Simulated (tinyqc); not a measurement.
Worked calculation: a particle near a wafer in liquid: double-layer and van der Waals forces (DLVO), deposition barrier and removal. Computed by tinyqc, a small Python program that keeps every step. Command: `OMP_NUM_THREADS=1 python tinyqc.py 3113994 3113995 out.jsonl dlvo walk`. One thread of a shared host (Intel(R) Xeon(R) Processor @ 2.30GHz), about 0.01 s of CPU time with the checks. Intermediate numbers are printed to about 6 digits and carried at full precision; extremes and crossings named in words are read from the listed rows.

Sphere and flat wall, Derjaguin approximation, constant potentials in the linear-superposition form, no retardation and no hydration force.

Inputs (values chosen for the exercise, of the order of those for ceria on silica in water):
```
quantity                             value   unit
particle radius R                      230     nm
Hamaker constant A                 1.6e-20      J
potential of the particle psi_1        -26     mV
potential of the wafer psi_2           -67     mV
salt concentration c                0.0059  mol/L
valence z of the symmetric salt          1      -
temperature T                          298      K
dielectric constant of the liquid     78.4      -
gap h                                  6.4     nm
contact distance h0                    0.4     nm
contact radius over R                0.041      -
viscosity                              0.4  mPa s
```

Constants: e = 1.602176634e-19 C; N_A = 6.02214076e+23 1/mol; eps_0 = 8.8541878128e-12 F/m; k_B = 1.380649e-23 J/K; k_B = 8.617333262e-05 eV/K.

## Screening

kappa^2 = 2 z^2 e^2 N_A (1000 c)/(eps eps_0 k_B T); gamma_i = tanh(z e psi_i/(4 k_B T)); Z = 64 pi eps eps_0 (k_B T/(z e))^2 gamma_1 gamma_2.

kappa = 0.252723 1/nm

Debye length = 3.95690 nm

gamma_1 = -0.247848

gamma_2 = -0.573194

Z = 13.0756 pN

kappa R = 58.1263

Like signs: the double layers repel.

## Energy and force at one gap

U(h) = Z R exp(-kappa h) - A R/(6 h); F(h) = -dU/dh = kappa Z R exp(-kappa h) - A R/(6 h^2), positive for repulsion.

double-layer energy = 145.027 k_B T

van der Waals energy = -23.2926 k_B T

U(h) = 121.735 k_B T

F(h) = 135.823 pN

## The curve

The formulas are those given above.

Against the gap:
```
h (nm)  kappa h  U (k_B T)        F (pN)
0.4      0.1011    287.992  -3.14638e+03
0.6      0.1516    379.655  -1.05060e+03
1.0      0.2527    418.645  -2.30281e+01
1.5      0.3791    400.946   2.47641e+02
2.5      0.6318    328.967   3.05923e+02
4.0      1.0109    228.721   2.38239e+02
7.0      1.7691    103.326   1.17063e+02
12.0     3.0327     22.799   3.23641e+01
20.0     5.0545     -2.790   3.31630e+00
40.0    10.1089     -3.697  -3.52389e-01
```

Caution: in rows with kappa h below 1 linear superposition is only rough.

## Barrier and secondary minimum

F = 0 reads x^2 exp(-x) = y with x = kappa h and y = A kappa/(6 Z); the left side peaks at x = 2 with 4/e^2 = 0.5413, so roots exist for smaller y: x < 2 is the barrier, x > 2 the secondary minimum.

y = 0.0515410

position of the barrier = 1.02218 nm

barrier height = 418.707 k_B T

position of the secondary minimum = 26.9026 nm

energy at the secondary minimum = -4.72618 k_B T

A barrier above 15 k_B T practically stops deposition. The secondary minimum is deep enough to hold particles loosely.

## Critical salt concentration

The barrier height is zero when U = 0 and F = 0 together: kappa h = 1 and kappa = 6 Z/(e A), e = 2.718282 here; c follows from kappa^2, with the potentials held fixed.

critical kappa = 1.80384 1/nm

critical concentration = 0.300578 mol/L

## Adding salt

kappa scales as sqrt(c); potentials are held fixed. A dash marks rows without a maximum.

Against the concentration:
```
c (mol/L)  Debye length (nm)  barrier at (nm)  barrier (k_B T)  minimum at (nm)  minimum (k_B T)
3.01e-05             55.3985          3.46815          643.611      5.68456e+02     -2.36684e-01
3.01e-04             17.5185          2.00129          577.554      1.54224e+02     -8.56799e-01
3.01e-03              5.5399          1.18266          464.390      4.02701e+01     -3.19256e+00
1.50e-02              2.4816          0.84314          343.592      1.51947e+01     -8.20848e+00
6.01e-02              1.2398          0.65481          203.374      6.24779e+00     -1.91254e+01
1.50e-01              0.7848          0.57827           92.048      3.32241e+00     -3.42707e+01
2.71e-01              0.5838          0.55507           13.922      2.11969e+00     -5.09566e+01
4.51e-01              0.4526          0.57075          -54.079      1.35001e+00     -7.34049e+01
9.02e-01              0.3200                -                -                -                -
```

At low salt the barrier tends to Z R = 731 k_B T; it is half of that between 0.0030 and 0.015 mol/L and changes sign at 0.30 mol/L, while the secondary minimum deepens to -51 k_B T at 0.9 of that.

## Removing an attached particle

Adhesion F_a = A R/(6 h0^2) [1 + a^2/(R h0)] - kappa Z R exp(-kappa h0), a the contact radius. Drag in a shear flow F_d = 1.7 x 6 pi mu R^2 G, acting at 1.4 R; rolling starts when 1.4 R F_d = a F_a. Wall shear stress = mu G.

van der Waals adhesion = 7538.54 pN

net adhesion F_a = 6851.58 pN

wall shear stress for rolling = 118.370 Pa

shear rate G = 295924 1/s

Checks made by the program: force against a difference of U (relative difference below 1e-10).
